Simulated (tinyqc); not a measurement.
Programming of a floating-gate cell by Fowler-Nordheim tunnelling: two steps of the calculation.

Per tunnel area the floating gate has Ctun = 3.9 eps0/tox to the channel (0 V) and Ccg to the control gate, Ct = Ctun/(1 - ag), no other coupling. With the threshold shift U = -Q/Ccg the field is F = ag (Vg - U)/tox, and dU/dt = J/Ccg. Fowler-Nordheim: J = A F^2 exp(-B/F), A = q^2/(16 pi^2 hbar mo phi) (times 1e14 for A/cm^2 with F in V/nm, emitter mass m0), B = (4/3) sqrt(mo/C) phi^1.5, C = hbar^2/(2 m0).

Inputs (values chosen for the exercise); oxide values close to those of silicon dioxide:
```
symbol,value,unit,meaning
phi,3.12,eV,tunnel barrier
mo,0.46,m0,tunnelling mass
tox,8,nm,tunnel oxide thickness
ag,0.63,,coupling ratio Ccg/Ct
ar,2600,nm^2,tunnel area
Vt0,-2.2,V,threshold shift at the start
Vg,13,V,control-gate voltage
dt,3,us,time step
n,12,,steps
```

Constants: q = 1.602176634e-19 C, hbar = 1.054571817e-34 J s, m0 = 9.1093837015e-31 kg, eps0 = 8.8541878128e-14 F/cm where lengths are in cm, hbar^2/(2 m0) = 0.0380998212 eV nm^2. Results are converted to the units shown.

Problem 1. Constants of the cell. A, B, Ccg = ag Ct, the starting field and current, K = A B ag/(Ccg tox), and the knee time t0 = exp(B/F(0))/K.

Wanted: A; B; Ccg; F(0); J(0); K; t0; electrons for 1 V of shift.

Solution 1.

A = 1.074e8 A cm^-2 (V/nm)^-2
B = 25.53 V/nm
Ccg = 0.7350 uF/cm^2
F(0) = 1.197 V/nm
J(0) = 0.08388 A/cm^2
K = 2.938e14 1/s
t0 = 6.244 us
electrons for 1 V of shift = 119.3

Problem 2. Explicit time steps against the exact solution. U(new) = U + dt J(F(U))/Ccg. Exact: exp(B/F(t)) = exp(B/F(0)) + K t, K = A B ag/(Ccg tox), and U = Vg - tox F/ag.

Find: t; F; J; U by steps; U exact.

Solution 2.

```
step  t (us)  F (V/nm)  J (A/cm^2)  U by steps (V)  U exact (V)
0          0     1.197     0.08388          -2.200       -2.200
1      3.000     1.170     0.04902          -1.858       -1.925
2      6.000     1.154     0.03542          -1.658       -1.735
3      9.000     1.143     0.02786          -1.513       -1.590
4      12.00     1.134     0.02299          -1.399       -1.473
5      15.00     1.127     0.01957          -1.305       -1.375
6      18.00     1.120     0.01704          -1.226       -1.291
7      21.00     1.115     0.01509          -1.156       -1.218
8      24.00     1.110     0.01353          -1.094       -1.153
9      27.00     1.106     0.01226          -1.039       -1.095
10     30.00     1.102     0.01121          -0.989       -1.042
11     33.00     1.098     0.01032          -0.943       -0.994
12     36.00     1.095    0.009562          -0.901       -0.950
```

Range of the model: Programming fields of 10 MV/cm and more wear the oxide; trapping and the channel potential are ignored.

Numbers from tinyqc (`OMP_NUM_THREADS=1 python tinyqc.py 2130045 2130046 out.jsonl`; about 0.01 s on one thread of a shared Intel Xeon 2.30GHz).
